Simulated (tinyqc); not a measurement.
# Worked calculation: undoped symmetric double-gate MOSFET, analytic potential model

Numbers from tinyqc (`OMP_NUM_THREADS=1 python tinyqc.py 2440148 2440149 out.jsonl`; about 0.02 s on one thread of a shared Intel Xeon 2.30GHz). Printed values are rounded.

An undoped body of thickness ts between two equal insulators and tied gates; long channel, electrons only, n = ni exp((psi - V)/Vt) with V the quasi-Fermi potential (0 at the source, Vd at the drain), constant mobility, no quantisation. Across the body psi(x) = V - 2 Vt ln[(ts/(2 beta)) sqrt(q ni/(2 eps0 eps_r Vt)) cos(2 beta x/ts)], x from the centre. Q is the electron charge per area of the whole body.

Values chosen for this exercise; material values close to those of silicon:

| symbol | value | unit | meaning |
|---|---|---|---|
| T | 293 | K | temperature |
| Eg | 1.1 | eV | band gap |
| eps_r | 11.6 |  | relative permittivity of the semiconductor |
| Nc | 2.67e19 | cm^-3 | conduction-band density of states at T |
| Nv | 2.6e19 | cm^-3 | valence-band density of states at T |
| eox | 7.52 |  | relative permittivity of the gate insulator |
| tox | 1.3 | nm | insulator thickness |
| ts | 6 | nm | body thickness |
| dphi | -0.01 | V | gate work function less that of the intrinsic body |
| mu | 140 | cm^2/(V s) | channel mobility |
| L | 0.2 | um | gate length |
| Vg | 0.77 | V | gate voltage |
| Vd | 0.1 | V | drain voltage |

Constants: q = 1.602176634e-19 C, kB = 1.380649e-23 J/K, Vt = kB T/q, eps0 = 8.8541878128e-14 F/cm where lengths are in cm. Results are converted to the units shown.

Range of the model: In a body this thin, quantum confinement raises the threshold; it is left out. The surface density at the source passes 0.3 Nc, where Boltzmann statistics fail.

## Constants of the body

ni = sqrt(Nc Nv) exp(-Eg/(2 Vt)), Eg in volts; r = eps_r tox/(eox ts); V0 = dphi + 2 Vt ln[(2/ts) sqrt(2 eps0 eps_r Vt/(q ni))].

ni = 9.12868e9 cm^-3
r = 0.334220
V0 = 0.489722 V

## Iteration 1: beta at the source by Newton steps in z = ln(tan beta)

z at the start = -1

With V = 0, t = exp(z), beta = arctan(t): f = ln(beta) + (1/2) ln(1 + t^2) + 2 r beta t - (Vg - V0)/(2 Vt); with c = t/(1 + t^2), df/dz = c/beta + t c + 2 r t (c + beta); z(new) = z - f/(df/dz).

beta = 0.352513
f = -6.44285
df/dz = 1.20476
z after iteration 1 = 4.34783

## Iteration 2: beta at the source by Newton steps in z = ln(tan beta)

As before.

beta = 1.55786
f = 79.7476
df/dz = 82.1832
z after iteration 2 = 3.37747

## Course of the iteration: beta at the source by Newton steps in z = ln(tan beta)

Stop when z changes by less than 1e-11, or after 60 iterations.

Course of the iteration:
```
iteration        z  |change|
1          4.34783      5.35
2          3.37747     0.970
3          2.48544     0.892
4          1.80603     0.679
5          1.49274     0.313
6          1.44395    0.0488
7          1.44297   9.80e-4
8          1.44297   3.83e-7
9          1.44297   < 1e-12
```

Converged in 9 iterations. At the end the number of correct digits about doubles with each step.

## Charges and drain current

beta_s = 1.33882
beta_d = 1.22598

beta (between 0 and pi/2) solves (Vg - V0 - V)/(2 Vt) = ln(beta) - ln(cos beta) + 2 r beta tan(beta). Q = 8 eps0 eps_r Vt beta tan(beta)/ts; I = mu (1/L)(4 eps0 eps_r/ts)(2 Vt)^2 [g(beta_s) - g(beta_d)] per width, g = beta tan(beta) - beta^2/2 + r beta^2 tan^2(beta), with beta_s at V = 0 and beta_d at V = Vd.

Qs = 1959.67 nC/cm^2
Qd = 1180.25 nC/cm^2
g(beta_s) = 15.5069
g(beta_d) = 6.55603
I = 109.401 uA/um

The term r beta^2 tan^2(beta), which gives the square law, makes up 69.2 % of g at the source.

## Potential and electron density across the body at the source

x/ts, point 0 to 6: 0  0.1  0.2  0.3  0.4  0.45  0.5

psi(x) as above with V = 0 and beta = beta_s; n = ni exp(psi/Vt).

```
point   psi (V)   n (cm^-3)
0      0.514456  6.44719e18
1      0.516289  6.93247e18
2      0.522073  8.71716e18
3      0.532878  1.33729e19
4      0.551605  2.80767e19
5      0.566364  5.03751e19
6      0.588694  1.21983e20
```

The density at the surface is 18.9 times that at the centre (1/cos^2 beta). It reaches 4.6 Nc, where Boltzmann statistics overestimate it.
